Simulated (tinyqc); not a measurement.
From results back to parameters: three-band (Emery) model of a CuO2 plane downfolded to one band. Three cases, with inputs chosen for the exercise.

Problem. With d at 0, oxygen p at -D, hoppings tpd and tpp and k in pi/a: at (1,0) the bonding and antibonding levels are the roots of E (E + D) = 4 tpd^2, and at (1,1) the top level solves E (E + D - 4 tpp) = 8 tpd^2. The levels below come from hidden parameters.

Find: D, tpd, tpp.

Method. The sum of the roots is -D and their product -4 tpd^2; then tpp = (E + D - 8 tpd^2/E)/4.

Case 1.

levels at (1,0) (eV): bonding -3.83113, antibonding 1.93113

top level at (1,1) = 4.19079 eV

Solution.

D, tpd, tpp (eV): 1.90  1.36  0.64

Case 2.

levels at (1,0) (eV): bonding -4.76506, antibonding 1.96506

top level at (1,1) = 4.00083 eV

Solution.

D, tpd, tpp (eV): 2.80  1.53  0.53

Case 3.

levels at (1,0) (eV): bonding -5.41934, antibonding 1.81934

top level at (1,1) = 3.44463 eV

Solution.

D, tpd, tpp (eV): 3.60  1.57  0.33

Computed by tinyqc, one run a case: `OMP_NUM_THREADS=1 python tinyqc.py N N+1 out.jsonl` with N = 1451493, 1451738, 1451744; one thread of a shared Intel(R) Xeon(R) Processor @ 2.30GHz, about 0.04 s a run at most.
